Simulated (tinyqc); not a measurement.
Comparisons within one model: hole subbands of a hard-walled well, four-band Luttinger model. A value that a table varies takes the place of the one given here.

Hole energies are counted downwards from the unstrained band edge, c = hbar^2/2m0. After the usual block transformation one block is H = [[P + Q - Zs, R - i S], [R + i S, P - Q + Zs]] in (heavy, light), with P +/- Q = c [(g1 +/- g2) k^2 + (g1 -/+ 2 g2) kz^2], R = sqrt(3) c gR k^2, S = 2 sqrt(3) c g3 k kz, kz = -i d/dz; axial approximation gR = (g2 + g3)/2. Zs = b (e_par - e_perp) is the shear part of the strain (the hydrostatic part shifts all levels alike and is left out). Basis sqrt(2/L) sin(n pi z/L), n = 1 to N, for each component: kz^2 gives (n pi/L)^2 and the heavy-light block is R delta_nm - 2 sqrt(3) c g3 k D_nm with D_nm = 4 n m/(L (n^2 - m^2)) for n + m odd, 0 otherwise. The other block has the same levels. The split-off band is left out.

Constants: hbar^2/2m0 = 3.80998211 eV angstrom^2.

Parameters, chosen for this exercise (near those of GaAs; the results hold for these values, not for the real material):
- g1 = 7.05 (Luttinger gamma1)
- g2 = 2.06 (gamma2)
- g3 = 2.95 (gamma3)
- L = 150 angstrom (well width along [001])
- k = 0.0124 1/angstrom (wave vector in the plane)
- Zlist = (-0.0174, -0.0114, -0.0071, -0.0024, 0, 0.0047, 0.0184) eV (shear strain energies (negative: tension in the plane, for b < 0))

## Which coupling does what

shear strain energy Zs = 0.039750 eV
N = 20, at the given k. Diagonal: R = S = 0. Along [100] and [110] gR is g2 and g3 instead of their mean.

Hole energies (meV):
```
model         E1      E2    E3     E4
diagonal  -29.52  -14.83  9.66  43.94
R alone   -29.59  -14.87  9.63  43.91
S alone   -30.07  -16.93  5.93  38.66
axial     -30.14  -16.97  5.90  38.64
[100]     -30.12  -16.96  5.91  38.64
[110]     -30.17  -16.99  5.89  38.63
```

What does this show, and why?

The couplings move E1 by -0.63 meV: R alone by -0.07, S alone by -0.56, so S matters more at k L/pi = 0.59 (R grows as k^2 and joins equal n, S as k and joins n of opposite parity). Warping spreads E1 by 0.05 meV between [100] and [110], the hole being heavier along [110]; the axial value lies between them.

## Strain

N = 20. dE is the rise of the top subband from k = 0 to k1 = pi/(4L), m1 = c k1^2/dE (dash if dE is not positive), and the heavy weight is taken at k = pi/L.

Top subband:
```
Zs (eV)  HH1 (meV)  LH1 (meV)  dE (meV)  heavy weight  m1 (m0)
-0.0174       22.3        1.3     0.121         0.131    0.861
-0.0114       16.3        7.3    -0.068         0.211        -
-0.0071       12.0       11.6    -0.448         0.308        -
-0.0024        7.3       16.3     0.711         0.470    0.147
0.0000         4.9       18.7     0.735         0.574    0.142
0.0047         0.2       23.4     0.765         0.764    0.137
0.0184       -13.5       37.1     0.815         0.944    0.128
```

What can be read from the table?

HH1 and LH1 cross at Zs = -2 c g2 (pi/L)^2 = -0.0069 eV; for more negative Zs the light hole is on top. Among the rows with HH1 on top, m1 goes from 0.147 to 0.128 m0 as the splitting widens from 9 to 51 meV, against the unmixed 1/(g1 + g2) = 0.110: compression lightens the holes here. A dash marks a top subband whose hole energy at k1 lies below that at k = 0: an electron-like (negative) mass. m1 describes the neighbourhood of k = 0 only; where HH1 and LH1 lie close, the band may peak further out.

tinyqc: `OMP_NUM_THREADS=1 python tinyqc.py 1281839 1281840 out.jsonl`; about 0.1 s, one thread, shared Intel(R) Xeon(R) Processor @ 2.30GHz.
